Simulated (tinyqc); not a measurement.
Concentration-dependent dopant diffusion with charged defects and the built-in field. Inputs raised by 10 %, one at a time. Computed by tinyqc, a small Python program. Command: `OMP_NUM_THREADS=1 python tinyqc.py 3003611 3003612 out.jsonl extrinsic sens`. One thread of a shared host (Intel(R) Xeon(R) Processor @ 2.30GHz), about 0.3 s of CPU time with the checks.

A constant source C_s feeds a half space. The dopant moves through neutral point defects and through charged ones, whose number grows with the majority carrier density n.

Inputs (values chosen for the exercise, modelled on antimony in silicon):

| quantity | value | unit |
|---|---|---|
| neutral prefactor D0x | 0.231 | cm^2/s |
| neutral activation energy E0 | 3.65 | eV |
| singly charged prefactor D01 | 15.9 | cm^2/s |
| activation energy E1 | 4.08 | eV |
| surface concentration C_s | 4.7e+18 | 1/cm^3 |
| junction level C_B | 1.2e+16 | 1/cm^3 |
| temperature T | 1125 | C |
| time t | 93 | s |

Field enhancement: on.

Constants: k_B = 8.617333262e-05 eV/K.

Method:
- n_i = 3.87e16 T^1.5 exp(-7014/T) per cm^3 (T in kelvin, an empirical form); each D = prefactor x exp(-E/(k_B T)); the intrinsic diffusivity D_i is their sum.
- Temperatures in kelvin are T(C) + 273.15.
- n = C/2 + sqrt(C^2/4 + n_i^2); D(C) = h [Dx + D1 (n/n_i)], h = 1 + C/sqrt(C^2 + 4 n_i^2).
- With y = x/sqrt(D_s t), u = C/C_s and q = -(D/D_s) du/dy: du/dy = -q D_s/D, dq/dy = -(y/2) q D_s/D, u(0) = 1. The surface flux q(0) is shot so that u tends to 0 (LSODA, an adaptive multistep solver, relative tolerance 1e-10). Dose Q = 2 q(0) C_s sqrt(D_s t).
- The junction lies where C = C_B.

Runs:

| input moved | from | to | junction depth x_j (nm) | dose Q (1/cm^2) | enhancement D_s/D_i | junction in units of sqrt(D_s t) |
|---|---|---|---|---|---|---|
| base run | - | - | 91.711 | 1.2181e+13 | 1.3201 | 3.8046 |
| neutral prefactor D0x (cm^2/s) | 0.231 | 0.2541 | 93.227 | 1.2371e+13 | 1.3152 | 3.8103 |
| singly charged prefactor D01 (cm^2/s) | 15.9 | 17.49 | 94.719 | 1.2591e+13 | 1.3248 | 3.7990 |
| surface concentration C_s (1/cm^3) | 4.7e+18 | 5.17e+18 | 92.771 | 1.3517e+13 | 1.3551 | 3.7985 |
| junction level C_B (1/cm^3) | 1.2e+16 | 1.32e+16 | 90.867 | 1.2181e+13 | 1.3201 | 3.7696 |
| time t (s) | 93 | 102.3 | 96.187 | 1.2775e+13 | 1.3201 | 3.8046 |

Exponents ln(y'/y) / ln(x'/x):

| input | junction depth x_j | dose Q | enhancement D_s/D_i | junction in units of sqrt(D_s t) |
|---|---|---|---|---|
| neutral prefactor D0x | 0.172 | 0.163 | -0.039 | 0.016 |
| singly charged prefactor D01 | 0.339 | 0.347 | 0.037 | -0.015 |
| surface concentration C_s | 0.121 | 1.092 | 0.275 | -0.017 |
| junction level C_B | -0.097 | 0.000 | 0.000 | -0.097 |
| time t | 0.500 | 0.500 | 0.000 | 0.000 |

Among the inputs moved here: junction depth x_j answers most in size to time t (exponent +0.500), next to singly charged prefactor D01 (+0.339). Its exponent +0.500 in time t: a constant source keeps the profile a function of x/sqrt(t). Dose Q answers most in size to surface concentration C_s (exponent +1.092), next to time t (+0.500); its exponent is below 0.0005 for junction level C_B. Its exponent +0.500 in time t: the similarity law. Enhancement D_s/D_i answers most in size to surface concentration C_s (exponent +0.275), next to neutral prefactor D0x (-0.039); its exponent is below 0.0005 for junction level C_B, time t. Junction in units of sqrt(D_s t) answers most in size to junction level C_B (exponent -0.097), next to surface concentration C_s (-0.017); its exponent is below 0.0005 for time t.
